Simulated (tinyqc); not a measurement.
Koster-Slater impurity in a tight-binding band, by Green functions and by supercells: one step, computed by the program tinyqc. Command: `OMP_NUM_THREADS=1 python tinyqc.py 3004324 3004325 out.jsonl kosterslater walk`. One thread of a shared host (Intel(R) Xeon(R) Processor @ 2.30GHz), about 0.03 s of CPU time with the checks.

One orbital per site, e(k) = -2 t sum cos(k_i) over 2 direction(s), band from -4 t to 4 t, lattice constant 1. One site has the extra energy U. Spin is left out.

Problem. The host Green function outside the band. Outside the band G0(E) = (2/(pi E)) K(m), m = 16 t^2/E^2, K the complete elliptic integral with parameter m. A bound state solves 1/U = G0(E). Energies: 0.05, 0.2, 0.5, 1, 2, 4 and 8 t beyond the band edge on the side of U, rounded to four digits.

Inputs (values chosen for the exercise, for a model band): hopping t = 1.1 eV; impurity potential U = -5.17 eV.

Lattice: square.

Give: Scan on the side of U.

Solution.

Scan on the side of U:
```
E (eV)   G0 (1/eV)  1/U - G0 (1/eV)
-4.455     -0.4650           0.2716
-4.620     -0.3600           0.1666
-4.950     -0.2875           0.0941
-5.500     -0.2310           0.0375
-6.600     -0.1746          -0.0189
-8.800     -0.1220          -0.0715
-13.200    -0.0780          -0.1154
```

G0 diverges at the band edge, so any U binds a state, exponentially weakly when U is small.
